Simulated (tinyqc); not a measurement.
Inside a calculation. Method: UHF in the sto-3g basis, for BeH2, spin multiplicity 1. This run ends on a higher stationary point, not on the lowest solution. One step of it, computed by the program tinyqc.

Problem. Iteration 1: diagonalisation and new density. Diagonalise F' = X^T F X, C = X C', fill 3 alpha and 3 beta electrons from the bottom; D(s) = C_occ C_occ^T. Each column has its largest component positive (the first on a tie).

F(alpha) (hartree), order 1Be 1s, 1Be 2s, 1Be 2px, 1Be 2py, 1Be 2pz, 2H 1s, 3H 1s:
```
[[-3.893111, -1.141712, 0.000000, 0.000000, 0.000000, -0.094708, -0.094708],
 [-1.141712, -0.394362, 0.000000, 0.000000, 0.000000, -0.166614, -0.166614],
 [0.000000, 0.000000, 0.366072, -0.208947, -0.019774, -0.048262, 0.048262],
 [0.000000, 0.000000, -0.208947, 0.180942, -0.030961, -0.139209, 0.139209],
 [0.000000, 0.000000, -0.019774, -0.030961, 0.496591, -0.007151, 0.007151],
 [-0.094708, -0.166614, -0.048262, -0.139209, -0.007151, -0.123475, -0.006827],
 [-0.094708, -0.166614, 0.048262, 0.139209, 0.007151, -0.006827, -0.123475]]
```

F(beta) (hartree), order 1Be 1s, 1Be 2s, 1Be 2px, 1Be 2py, 1Be 2pz, 2H 1s, 3H 1s:
```
[[-3.893111, -1.141712, 0.000000, 0.000000, 0.000000, -0.094708, -0.094708],
 [-1.141712, -0.394362, 0.000000, 0.000000, 0.000000, -0.166614, -0.166614],
 [0.000000, 0.000000, 0.366072, 0.208947, -0.019774, 0.048262, -0.048262],
 [0.000000, 0.000000, 0.208947, 0.180942, 0.030961, -0.139209, 0.139209],
 [0.000000, 0.000000, -0.019774, 0.030961, 0.496591, 0.007151, -0.007151],
 [-0.094708, -0.166614, 0.048262, -0.139209, 0.007151, -0.123475, -0.006827],
 [-0.094708, -0.166614, -0.048262, 0.139209, -0.007151, -0.006827, -0.123475]]
```

X, order 1Be 1s, 1Be 2s, 1Be 2px, 1Be 2py, 1Be 2pz, 2H 1s, 3H 1s:
```
[[0.000000, -0.518326, 0.829064, 0.000000, 0.000000, 0.349605, 0.000000],
 [0.000000, 0.957008, -0.018666, 0.000000, 0.000000, 0.574594, 0.000000],
 [0.000000, 0.000000, 0.000000, 0.000001, 1.000000, 0.000000, 0.000000],
 [0.986094, 0.000000, 0.000000, 0.000000, 0.000000, 0.000000, 0.581245],
 [0.000000, 0.000000, 0.000000, 1.000000, -0.000001, 0.000000, 0.000000],
 [-0.699375, -0.543695, -0.411618, 0.000000, 0.000000, 0.339052, 0.409767],
 [0.699375, -0.543695, -0.411618, 0.000000, 0.000000, 0.339052, -0.409767]]
```

Give: F' = X^T F X; orbital energies; coefficients C; F' = X^T F X; orbital energies; coefficients C; D(alpha) after iteration 1; D(beta) after iteration 1.

Solution.

F' = X^T F X (alpha) (hartree):
```
[[0.4459, 0.0000, 0.0000, -0.0205, -0.1385, 0.0000, 0.1712],
 [0.0000, -0.1115, 0.8776, 0.0000, 0.0000, 0.5600, 0.0000],
 [0.0000, 0.8776, -2.5607, 0.0000, 0.0000, -1.5693, 0.0000],
 [-0.0205, 0.0000, 0.0000, 0.4966, -0.0198, 0.0000, -0.0239],
 [-0.1385, 0.0000, 0.0000, -0.0198, 0.3661, 0.0000, -0.1610],
 [0.0000, 0.5600, -1.5693, 0.0000, 0.0000, -1.2694, 0.0000],
 [0.1712, 0.0000, 0.0000, -0.0239, -0.1610, 0.0000, -0.1107]]
```

orbital energies (alpha) (hartree): [-3.8981, -0.2194, -0.1870, 0.1759, 0.2599, 0.4995, 0.6255]

coefficients C (alpha), order 1Be 1s, 1Be 2s, 1Be 2px, 1Be 2py, 1Be 2pz, 2H 1s, 3H 1s:
```
[[0.9894, -0.1841, 0.0000, -0.2556, 0.0000, 0.0000, 0.0000],
 [0.0389, 0.5440, 0.0000, 0.9741, 0.0000, 0.0000, 0.0000],
 [0.0000, 0.0000, 0.2263, 0.0000, 0.7670, -0.1466, -0.5822],
 [0.0000, 0.0000, 0.3490, 0.0000, 0.5919, 0.0000, 0.9154],
 [0.0000, 0.0000, 0.0335, 0.0000, 0.1137, 0.9892, -0.0863],
 [-0.0045, 0.4779, 0.5344, -0.5930, -0.4606, 0.0000, -0.3991],
 [-0.0045, 0.4779, -0.5344, -0.5930, 0.4606, 0.0000, 0.3991]]
```

F' = X^T F X (beta) (hartree):
```
[[0.4459, 0.0000, 0.0000, 0.0205, 0.1385, 0.0000, 0.1712],
 [0.0000, -0.1115, 0.8776, 0.0000, 0.0000, 0.5600, 0.0000],
 [0.0000, 0.8776, -2.5607, 0.0000, 0.0000, -1.5693, 0.0000],
 [0.0205, 0.0000, 0.0000, 0.4966, -0.0198, 0.0000, 0.0239],
 [0.1385, 0.0000, 0.0000, -0.0198, 0.3661, 0.0000, 0.1610],
 [0.0000, 0.5600, -1.5693, 0.0000, 0.0000, -1.2694, 0.0000],
 [0.1712, 0.0000, 0.0000, 0.0239, 0.1610, 0.0000, -0.1107]]
```

orbital energies (beta) (hartree): [-3.8981, -0.2194, -0.1870, 0.1759, 0.2599, 0.4995, 0.6255]

coefficients C (beta), order 1Be 1s, 1Be 2s, 1Be 2px, 1Be 2py, 1Be 2pz, 2H 1s, 3H 1s:
```
[[0.9894, -0.1841, 0.0000, -0.2556, 0.0000, 0.0000, 0.0000],
 [0.0389, 0.5440, 0.0000, 0.9741, 0.0000, 0.0000, 0.0000],
 [0.0000, 0.0000, -0.2263, 0.0000, 0.7670, -0.1466, 0.5822],
 [0.0000, 0.0000, 0.3490, 0.0000, -0.5919, 0.0000, 0.9154],
 [0.0000, 0.0000, -0.0335, 0.0000, 0.1137, 0.9892, 0.0863],
 [-0.0045, 0.4779, 0.5344, -0.5930, 0.4606, 0.0000, -0.3991],
 [-0.0045, 0.4779, -0.5344, -0.5930, -0.4606, 0.0000, 0.3991]]
```

D(alpha) after iteration 1, order 1Be 1s, 1Be 2s, 1Be 2px, 1Be 2py, 1Be 2pz, 2H 1s, 3H 1s:
```
[[1.0129, -0.0616, 0.0000, 0.0000, 0.0000, -0.0925, -0.0925],
 [-0.0616, 0.2975, 0.0000, 0.0000, 0.0000, 0.2598, 0.2598],
 [0.0000, 0.0000, 0.0512, 0.0790, 0.0076, 0.1209, -0.1209],
 [0.0000, 0.0000, 0.0790, 0.1218, 0.0117, 0.1865, -0.1865],
 [0.0000, 0.0000, 0.0076, 0.0117, 0.0011, 0.0179, -0.0179],
 [-0.0925, 0.2598, 0.1209, 0.1865, 0.0179, 0.5140, -0.0572],
 [-0.0925, 0.2598, -0.1209, -0.1865, -0.0179, -0.0572, 0.5140]]
```

D(beta) after iteration 1, order 1Be 1s, 1Be 2s, 1Be 2px, 1Be 2py, 1Be 2pz, 2H 1s, 3H 1s:
```
[[1.0129, -0.0616, 0.0000, 0.0000, 0.0000, -0.0925, -0.0925],
 [-0.0616, 0.2975, 0.0000, 0.0000, 0.0000, 0.2598, 0.2598],
 [0.0000, 0.0000, 0.0512, -0.0790, 0.0076, -0.1209, 0.1209],
 [0.0000, 0.0000, -0.0790, 0.1218, -0.0117, 0.1865, -0.1865],
 [0.0000, 0.0000, 0.0076, -0.0117, 0.0011, -0.0179, 0.0179],
 [-0.0925, 0.2598, -0.1209, 0.1865, -0.0179, 0.5140, -0.0572],
 [-0.0925, 0.2598, 0.1209, -0.1865, 0.0179, -0.0572, 0.5140]]
```
